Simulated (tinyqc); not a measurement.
Worked calculation: inverse iteration on a symmetric matrix. Computed by tinyqc, a small Python program that keeps every step. Settings: method = inverse, shift = 1.48. Command: `OMP_NUM_THREADS=1 python tinyqc.py 21878 21879 out.jsonl` (the two numbers bound the seeds that draw the settings). One thread of a shared host (Intel(R) Xeon(R) Processor @ 2.60GHz), about 0.01 s of CPU time with the checks.

## Step 1

A:
```
           1          2          3          4
1   0.466000  -0.038000  -0.970000  -0.071000
2  -0.038000   1.024000  -0.420000   0.809000
3  -0.970000  -0.420000   2.510000   0.494000
4  -0.071000   0.809000   0.494000   2.836000
```

vector v at the start: 0.500000  0.500000  0.500000  0.500000

shift = 1.480000

solve (A - shift) w = v; v' = w/|w| with its largest component positive (the first on a tie); lambda = v'^T A v'.

vector after step 1: -0.610828  -0.170743  -0.227881  0.738787

Rayleigh quotient after step 1 = 1.264967

## Step 2

As before.

vector after step 2: 0.534886  0.722200  0.329912  0.288931

Rayleigh quotient after step 2 = 1.015373

## Step 3

As before.

vector after step 3: -0.339622  -0.469366  -0.417408  0.700088

Rayleigh quotient after step 3 = 0.868321

## Course of the iteration

Stop when the residual |A v - lambda v| is below 1e-9.

Steps:
```
step      lambda  residual
1     1.26496694  1.57e+00
2     1.01537286  1.42e+00
3     0.86832086  1.19e+00
4     0.78959073  9.05e-01
5     0.73963757  6.13e-01
6     0.70687021  3.89e-01
7     0.68847514  2.42e-01
8     0.67938926  1.50e-01
9     0.67522999  9.36e-02
10    0.67341089  5.84e-02
11    0.67263818  3.65e-02
12    0.67231634  2.29e-02
13    0.67218412  1.43e-02
14    0.67213032  9.00e-03
15    0.67210859  5.65e-03
16    0.67209985  3.55e-03
17    0.67209636  2.23e-03
18    0.67209496  1.40e-03
19    0.67209440  8.83e-04
20    0.67209418  5.56e-04
21    0.67209410  3.50e-04
22    0.67209406  2.20e-04
23    0.67209405  1.38e-04
24    0.67209404  8.71e-05
25    0.67209404  5.48e-05
26    0.67209404  3.45e-05
27    0.67209404  2.17e-05
28    0.67209404  1.37e-05
29    0.67209404  8.59e-06
30    0.67209404  5.41e-06
```

all eigenvalues, for comparison: -0.000334  0.672094  2.763769  3.400471

Not converged in 30 steps: the residual falls only by the ratio of the two smallest distances of eigenvalues from the shift, 0.63 a step.
